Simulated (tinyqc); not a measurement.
Free and trapped electrons in a MOS channel with a dense trap tail: one step of the calculation.

p-type body, charge-sheet picture, full ionisation (an idealisation for deep acceptors), Boltzmann statistics for free electrons. e = Ec - EF at the surface. Acceptor-like traps of density D(E) = D0 + De exp(-E/Ew) at depth E below Ec, from 0 to Eu, hold n_t = integral of D(E)/(1 + exp((e - E)/Vt)). psi = Eg - Vt ln(Nv/Na) - e; N_dep = sqrt(2 eps0 eps_r Na (psi - Vt)/q); n_f = sqrt(N_dep^2 + 2 eps0 eps_r Vt Nc exp(-e/Vt)/q) - N_dep; Vg = Vfb + psi + q (N_dep + n_t + n_f)/Cox, Cox = eps0 eox/tox.

Problem. Trapped charge. Trapezoid rule on 13 equal steps from 0 to Eu, f = 1/(1 + exp((e - E)/Vt)).

Parameters, values chosen for the exercise; band and dielectric values close to those of 4H silicon carbide:
- T = 300 K (temperature)
- D0 = 1e10 cm^-2 eV^-1 (constant background density of acceptor-like traps)
- De = 1.9e13 cm^-2 eV^-1 (density of the tail at the conduction edge)
- Ew = 0.11 eV (decay energy of the tail)
- Eu = 0.58 eV (depth below Ec down to which the traps reach)
- e = 0.066 eV (Ec - EF at the surface)

Constants: q = 1.602176634e-19 C, kB = 1.380649e-23 J/K, Vt = kB T/q. Results are converted to the units shown.

Give: E; D(E) f; n_t.

Solution.

| point | E (eV) | D(E) f (cm^-2 eV^-1) |
|---|---|---|
| 0 | 0 | 1.373e12 |
| 1 | 0.04462 | 3.856e12 |
| 2 | 0.08923 | 6.007e12 |
| 3 | 0.1338 | 5.256e12 |
| 4 | 0.1785 | 3.713e12 |
| 5 | 0.2231 | 2.505e12 |
| 6 | 0.2677 | 1.676e12 |
| 7 | 0.3123 | 1.121e12 |
| 8 | 0.3569 | 7.506e11 |
| 9 | 0.4015 | 5.037e11 |
| 10 | 0.4462 | 3.391e11 |
| 11 | 0.4908 | 2.293e11 |
| 12 | 0.5354 | 1.562e11 |
| 13 | 0.5800 | 1.075e11 |

n_t = 1.198e12 cm^-2

Numbers from tinyqc (`OMP_NUM_THREADS=1 python tinyqc.py 2222209 2222210 out.jsonl`; about 0.02 s on one thread of a shared Intel Xeon 2.30GHz).
